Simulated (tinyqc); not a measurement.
Comparisons within one model: quaternary alloy A(x)B(1-x)C(y)D(1-y) matched to a substrate. A value that a table varies takes the place of the one given here.

Q(x,y) = x y Q_AC + x (1 - y) Q_AD + (1 - x) y Q_BC + (1 - x)(1 - y) Q_BD for the lattice constant. Gap, rule 1: Q(x,y) - x (1 - x)[y C_ABC + (1 - y) C_ABD] - y (1 - y)[x C_ACD + (1 - x) C_BCD]. Rule 2 (mean of ternaries): {x (1 - x)[y T_ABC(x) + (1 - y) T_ABD(x)] + y (1 - y)[x T_ACD(y) + (1 - x) T_BCD(y)]}/{x (1 - x) + y (1 - y)}, T_ABC(x) = x E_AC + (1 - x) E_BC - C_ABC x (1 - x), T_ACD(y) = y E_AC + (1 - y) E_AD - C_ACD y (1 - y), and alike. Only the Gamma valley is followed.

Matching a(x,y) = a_s gives x = (a_s - y a_BC - (1 - y) a_BD)/(y (a_AC - a_BC) + (1 - y)(a_AD - a_BD)).
Constants: hc = 1239.841984 eV nm.

Values chosen for the exercise (AC, AD, BC, BD near GaAs, GaP, InAs and InP; substrate near GaAs; shifted at random, so the results belong to these values and not to a real crystal):
- a = (5.656, 5.454, 6.059, 5.865) angstrom (lattice constants of AC, AD, BC, BD)
- Eg = (1.525, 2.92, 0.415, 1.422) eV (gaps at Gamma of AC, AD, BC, BD)
- Cb = (0.48, 0.727, 0.189, 0.106) eV (bowing of ABC, ABD, ACD, BCD)
- a_s = 5.656 angstrom (substrate)
- y = 0.4 (fraction of C)

## Along the matched line

x follows from y.

Results:

| y | x | bilinear (eV) | rule 1 (eV) | rule 2 (eV) | wavelength 1 (nm) | wavelength 2 (nm) |
|---|---|---|---|---|---|---|
| 0.01 | 0.5133 | 2.1789 | 1.9964 | 2.0048 | 621 | 618 |
| 0.13 | 0.5713 | 2.1181 | 1.9306 | 1.9962 | 642 | 621 |
| 0.25 | 0.6296 | 2.0523 | 1.8675 | 1.9531 | 664 | 635 |
| 0.37 | 0.6881 | 1.9814 | 1.8070 | 1.8962 | 686 | 654 |
| 0.50 | 0.7518 | 1.8989 | 1.7442 | 1.8267 | 711 | 679 |
| 0.62 | 0.8110 | 1.8174 | 1.6886 | 1.7580 | 734 | 705 |
| 0.74 | 0.8703 | 1.7307 | 1.6350 | 1.6864 | 758 | 735 |
| 0.86 | 0.9300 | 1.6388 | 1.5833 | 1.6128 | 783 | 769 |
| 0.98 | 0.9900 | 1.5417 | 1.5332 | 1.5376 | 809 | 806 |

The matched alloys span 1.533 to 1.996 eV by rule 1, monotonically in y. Along the line dx/dy is +0.483 between the first two rows and +0.500 between the last two. In energy the two rules differ most at y = 0.37, by 89 meV (32 nm there), which measures how far the ternary data leave the interior open. Miscibility gaps are not considered.

## What each parameter does

x is matched anew each time. Each row changes one parameter from the base and keeps the others.

Results:

| case | x | rule 1 (eV) | rule 2 (eV) |
|---|---|---|---|
| base | 0.7028 | 1.7923 | 1.8808 |
| y = 0.41 | 0.7077 | 1.7874 | 1.8755 |
| a_s = 5.66 angstrom | 0.6930 | 1.7768 | 1.8661 |
| Cb = (0.576, 0.872, 0.227, 0.127) eV | 0.7028 | 1.7582 | 1.8644 |
| Eg = (1.575, 2.92, 0.415, 1.422) eV | 0.7028 | 1.8063 | 1.8948 |
| a = (5.666, 5.454, 6.059, 5.865) angstrom | 0.7098 | 1.8033 | 1.8912 |

The largest shifts from the base row, up to three for each result and ties (the steps differ in size, so this ranks the rows, not the parameters). x: a_s -0.0098, a +0.0070, y +0.0049; unchanged at the printed digits by Cb and Eg. rule 1 (eV): Cb -0.0341, a_s -0.0154, Eg +0.0141. rule 2 (eV): Cb -0.0164, a_s -0.0146, Eg +0.0141.

Run: tinyqc, `OMP_NUM_THREADS=1 python tinyqc.py 1051536 1051537 out.jsonl`; Intel(R) Xeon(R) Processor @ 2.30GHz, one thread, shared host; about 0.01 s of CPU time with all checks.
